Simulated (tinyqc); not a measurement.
Activation energy and ten-year temperature from two bakes.

Problem. tr goes as exp(q Ex/(kB T)); ten years are 3.15576e8 s. Find Ex and the temperature T10 at which tr is ten years.

Constants: q = 1.602176634e-19 C, kB = 1.380649e-23 J/K. Results are converted to the units shown.

time to crystallise at 473 and 488 K (s): [8600, 1122.6057]

Answer. ln tr is linear in 1/T; the line is extended to ten years.

Ex = 2.70 eV
T10 = 408 K

Computed by the program tinyqc: `OMP_NUM_THREADS=1 python tinyqc.py 2880143 2880144 out.jsonl`, one thread of a shared Intel Xeon 2.30GHz, about 0.01 s for the whole run.
